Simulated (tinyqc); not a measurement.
Electron continuity equation in a given potential, Scharfetter-Gummel discretisation: current and errors against the applied potential.

Steady state in one dimension: J = q mu n E + q D dn/dx with E = -dpsi/dx and D = mu Vt, dJ/dx = 0, fixed densities nL and nR at the ends. The potential is given, psi = U x/L, and is not changed by the electrons.

10 equal intervals. Fluxes J_i = (q D/h)(n_(i+1) P_i - n_i Q_i), d_i = (psi_(i+1) - psi_i)/Vt: Scharfetter-Gummel P = B(d), Q = B(-d), B(d) = d/(exp(d) - 1); central P = 1 - d/2, Q = 1 + d/2; upwind P = 1 + max(-d, 0), Q = 1 + max(d, 0). Balance at each inner node: J_i - J_(i-1) = 0. The reference is Scharfetter-Gummel on 4000 intervals or more. Errors are those of J on the first interval against the reference at its midpoint; errors under 1e-6 % are printed as 0.

Inputs (values chosen for the exercise); mobility close to that of silicon at room temperature:
- T = 300 K (temperature)
- mu = 1350 cm^2/(V s) (electron mobility)
- L = 14 um (length of the region)
- nL = 1.5e15 cm^-3 (density at x = 0)
- nR = 2.2e15 cm^-3 (density at x = L)

Constants: q = 1.602176634e-19 C, kB = 1.380649e-23 J/K, Vt = kB T/q. Results are converted to the units shown.

Results:

| U (V) | largest \|d\| | reference J (A/cm^2) | SG error (%) | central error (%) | upwind error (%) | most negative central n (cm^-3), 0 if none |
|---|---|---|---|---|---|---|
| -0.013 | 0.05029 | 6.570 | 0 | -8.78e-3 | 1.04 | 0 |
| -0.052 | 0.2011 | 18.54 | 0 | -0.0367 | 1.09 | 0 |
| -0.13 | 0.5029 | 44.28 | 0 | -0.0220 | 0.340 | 0 |
| -0.26 | 1.006 | 88.37 | 0 | -8.65e-4 | 0.0289 | 0 |
| -0.39 | 1.509 | 132.6 | 0 | -8.84e-6 | 3.22e-3 | 0 |
| -0.57 | 2.205 | 193.7 | 0 | 0 | 2.78e-4 | 0 |
| -1.2 | 4.642 | 407.9 | 0 | 3.15e-3 | 0 | 0 |

Estimate the missing row, U = -0.78 V.

Computed row:

| U (V) | largest \|d\| | reference J (A/cm^2) | SG error (%) | central error (%) | upwind error (%) | most negative central n (cm^-3), 0 if none |
|---|---|---|---|---|---|---|
| -0.78 | 3.017 | 265.1 | 0 | 3.73e-6 | 2.91e-5 | 0 |

With this row back in the table: The reference current rises from 6.57 to 408 A/cm^2. The largest errors in size are 0 % (Scharfetter-Gummel), 0.037 % (central) and 1.1 % (upwind).

Numbers from tinyqc (`OMP_NUM_THREADS=1 python tinyqc.py 2220116 2220117 out.jsonl`; about 0.01 s on one thread of a shared Intel Xeon 2.30GHz).
